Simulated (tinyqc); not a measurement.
Millisecond and nanosecond annealing: surface heating, thermal budget and solid-phase regrowth. Changing the incident fluence. Computed by tinyqc, a small Python program. Command: `OMP_NUM_THREADS=1 python tinyqc.py 3023935 3023936 out.jsonl flash sweep`. One thread of a shared host (Intel(R) Xeon(R) Processor @ 2.30GHz), about 0.04 s of CPU time with the checks.

A square pulse heats the surface of a thick wafer with constant thermal properties; losses by radiation are neglected and silicon melts at 1414 C.

Inputs (values chosen for the exercise, modelled on hot silicon with boron):
```
quantity,value,unit
pulse length t_p,8.3e-05,s
reflectance R,0.58,-
thermal conductivity k,0.31,W/(cm K)
heat capacity per volume c,2.26,J/(cm^3 K)
preheat temperature T0,600,C
dopant prefactor D0,1.16,cm^2/s
dopant activation energy E,3.51,eV
regrowth prefactor v0,5e+08,cm/s
regrowth energy E_v,2.69,eV
```

Source: scanned laser.

Constants: k_B = 8.617333262e-05 eV/K.

Method:
- Absorbed flux q = (1 - R) fluence/t_p; kappa = k/c. With f(z, t) = (2 q/k) sqrt(kappa t) ierfc(z/(2 sqrt(kappa t))), ierfc(x) = exp(-x^2)/sqrt(pi) - x erfc(x): T = T0 + f(z, t) during the pulse and T0 + f(z, t) - f(z, t - t_p) after it.
- At the surface the rise at the end of the pulse is 2 q sqrt(t_p/(pi k c)); the fluence that just melts the surface scales with (1414 - T0).
- Temperatures in kelvin are T(C) + 273.15.
- Integrate exp(-E/(k_B T(t))) at the surface from 0 to 10 t_p (Gauss-Legendre, 60 points in sqrt(t) up to t_p and 60 in sqrt(t - t_p) after it). (Dt) = D0 x integral with E; regrowth = v0 x integral with E_v; effective time = integral/exp(-E/(k_B T_peak)).

One run for each value:
```
incident fluence (J/cm^2),peak temperature (C),diffusion length 2 sqrt(Dt) (nm),possible regrowth (nm),effective time over t_p
6.18,984.1,0.00807,1.83,0.19900
6.85,1025.7,0.01327,3.84,0.19029
7.52,1067.4,0.02122,7.78,0.18362
8.19,1109.0,0.03305,15.18,0.17843
8.86,1150.6,0.05027,28.62,0.17435
9.53,1192.3,0.07478,52.24,0.17114
10.20,1233.9,0.10898,92.52,0.16860
10.90,1277.4,0.15824,163.12,0.16654
11.50,1314.7,0.21452,259.22,0.16516
```

Describe and explain the trends.

Over the rows, peak temperature (C) rises from 984 to 1310 (exponent d ln y / d ln x 0.40 between the first rows and 0.54 between the last); diffusion length 2 sqrt(Dt) (nm) rises from 0.00807 to 0.215 (exponent d ln y / d ln x 4.8 between the first rows and 5.7 between the last); possible regrowth (nm) rises from 1.83 to 259 (exponent d ln y / d ln x 7.2 between the first rows and 8.6 between the last). Regrowth rises by a factor 142 and (Dt) by 706: the process with the higher activation energy gains more from a hotter peak.

Caution (all rows): equilibrium diffusivities are used; implant damage enhances diffusion, and k and c vary with temperature. Caution (all rows): a diffusion length below the atomic spacing of 0.235 nm means about one jump per atom or fewer, so the profile does not change measurably. Caution (rows 8.86, 9.53, 10.2, 10.9, 11.5): the peak lies above 1150 C, and amorphous silicon melts some 200 to 250 K below the crystal, so a layer that has not regrown before the peak may melt instead.

Extremes, crossings and ranges named in words are read from the listed rows.
